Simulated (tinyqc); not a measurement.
Free and trapped electrons in a MOS channel with a dense trap tail: one step of the calculation.

p-type body, charge-sheet picture, full ionisation (an idealisation for deep acceptors), Boltzmann statistics for free electrons. e = Ec - EF at the surface. Acceptor-like traps of density D(E) = D0 + De exp(-E/Ew) at depth E below Ec, from 0 to Eu, hold n_t = integral of D(E)/(1 + exp((e - E)/Vt)). psi = Eg - Vt ln(Nv/Na) - e; N_dep = sqrt(2 eps0 eps_r Na (psi - Vt)/q); n_f = sqrt(N_dep^2 + 2 eps0 eps_r Vt Nc exp(-e/Vt)/q) - N_dep; Vg = Vfb + psi + q (N_dep + n_t + n_f)/Cox, Cox = eps0 eox/tox.

Problem. Charges and gate voltage. psi, N_dep, n_f and Vg as defined, with the n_t given; free share n_f/(n_f + n_t); apparent mobility mf n_f/(n_f + n_t); gate voltage spent on traps q n_t/Cox.

Parameters, values chosen for the exercise; band and dielectric values close to those of silicon: temperature T = 250 K; band gap Eg = 1.13 eV; relative permittivity eps_r = 11.7; conduction-band density of states at T Nc = 2.17e19 cm^-3; valence-band density of states at T Nv = 1.99e19 cm^-3; relative permittivity of the insulator eox = 3.9; insulator thickness tox = 57 nm; acceptor density Na = 7.2e16 cm^-3; flat-band voltage without trapped charge Vfb = -0.72 V; mobility of free electrons mf = 100 cm^2/(V s); Ec - EF at the surface e = 0.033 eV.

Constants: q = 1.602176634e-19 C, kB = 1.380649e-23 J/K, Vt = kB T/q, eps0 = 8.8541878128e-14 F/cm where lengths are in cm. Results are converted to the units shown.

n_t = 2.1529830e11 cm^-2

Give: psi; N_dep; n_f; Vg; free share; apparent mobility; gate voltage spent on traps.

Solution.

psi = 0.97589 V
N_dep = 9.4264e11 cm^-2
n_f = 5.3900e11 cm^-2
Vg = 4.7437 V
free share = 71.457 %
apparent mobility = 71.457 cm^2/(V s)
gate voltage spent on traps = 0.56939 V

Computed by the program tinyqc: `OMP_NUM_THREADS=1 python tinyqc.py 2222235 2222236 out.jsonl`, one thread of a shared Intel Xeon 2.30GHz, about 0.02 s for the whole run.
